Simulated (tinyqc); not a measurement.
Channel direction: nanosheet or nanowire with hard walls, valleys of the Si type.

Six ellipsoidal valleys along the cube axes: inverse mass tensor w = 1/mt + (1/ml - 1/mt) a a^T with a the unit axis. Device axes: x along the channel, z = [001], y = z x x.

Hard walls around a W x H rectangle. The block w_c of w in (y, z) confines; the transport mass follows from 1/m_x = w_xx - w_xc w_c^-1 w_cx. The cross-section problem c (w_yy ky^2 + 2 w_yz ky kz + w_zz kz^2), c = hbar^2/2m0, is solved in products sin(n pi y/W) sin(l pi z/H), n, l = 1 to 12; if w_yz = 0 the levels are c pi^2 (w_yy n^2/W^2 + w_zz l^2/H^2). The w_yz term couples (n, l) to (n', l') by -2 c w_yz D_nn'(W) D_ll'(H) with D_nm(L) = 4 n m/(L (n^2 - m^2)) for n + m odd and 0 otherwise.

Without degeneracy the line density is N1 exp((EF - Ec)/kB T) with N1 = sum 2 g sqrt(m_x kB T/(4 pi c)) exp(-E/kB T), here over n, l up to 80 where w_yz = 0 and over all levels of a 12 x 12 sine basis otherwise; the classical value is W H Nc with Nc = 2 g_all (m_dos kB T/(4 pi c))^(3/2), m_dos = (ml mt^2)^(1/3); dVt = kB T ln(W H Nc/N1).

Constants: hbar^2/2m0 = 3.80998211 eV angstrom^2; kB = 8.617333262e-05 eV/K.

Inputs chosen for the exercise (near those of Si; the results hold for these values, not for the real material):

| symbol | value | unit | meaning |
|---|---|---|---|
| ml | 0.922 | m0 | longitudinal mass |
| mt | 0.191 | m0 | transverse mass |
| T | 350 | K | temperature |
| g_all | 6 |  | number of valleys |
| W | 205 | angstrom | width, along y |
| H | 74 | angstrom | height, along z = [001] |

The same rectangle along [100] and [110]; groups ordered by w_zz, then w_yy.

Lowest level of each group:

| channel, group | valleys g | w_yy | w_zz | \|w_yz\| | m_x (m0) | E (eV) |
|---|---|---|---|---|---|---|
| [100] A | 2 | 5.236 | 1.085 | 0.000 | 0.191 | 0.0121 |
| [100] B | 2 | 1.085 | 5.236 | 0.000 | 0.191 | 0.0369 |
| [100] C | 2 | 5.236 | 5.236 | 0.000 | 0.922 | 0.0406 |
| [110] A | 2 | 5.236 | 1.085 | 0.000 | 0.191 | 0.0121 |
| [110] B | 4 | 3.160 | 5.236 | 0.000 | 0.556 | 0.0388 |

What can be read from this table?

The lowest subband has m_x = 0.191 m0 and 2 valleys along [100], and 0.191 m0 and 2 valleys along [110]; its edge lies at 0.0121 and 0.0121 eV. These valleys have their axis along z, so turning the channel in the wafer plane leaves them alone; only the higher groups change.

(tinyqc, `OMP_NUM_THREADS=1 python tinyqc.py 1281251 1281252 out.jsonl`, Intel(R) Xeon(R) Processor @ 2.30GHz, 1 thread, shared host, about 0.04 s.)
